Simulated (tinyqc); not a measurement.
## Mobility and doping from two currents

Inverse problem. A trap-free film with injecting contacts is fitted, with diffusion neglected, by J = q mu N V/Lf + (9/8) eps0 eps_r mu V^2/Lf^3. Find mu, N and the voltage at which both terms are equal.

Values chosen for this exercise:
- eps_r = 12.8 (relative permittivity)
- Lf = 430 nm (film thickness)

Constants: q = 1.602176634e-19 C, eps0 = 8.8541878128e-14 F/cm where lengths are in cm. Results are converted to the units shown.

J at 2.3 and 11 V (A/cm^2): [1221.3416, 10138.302]

Solution. J/V is a straight line in V: the slope gives mu and the intercept mu N.

mu = 2.80 cm^2/(V s)
N = 4.10e16 cm^-3
crossover voltage = 9.53 V

Numbers from tinyqc (`OMP_NUM_THREADS=1 python tinyqc.py 2730024 2730025 out.jsonl`; about 0.1 s on one thread of a shared Intel Xeon 2.30GHz).
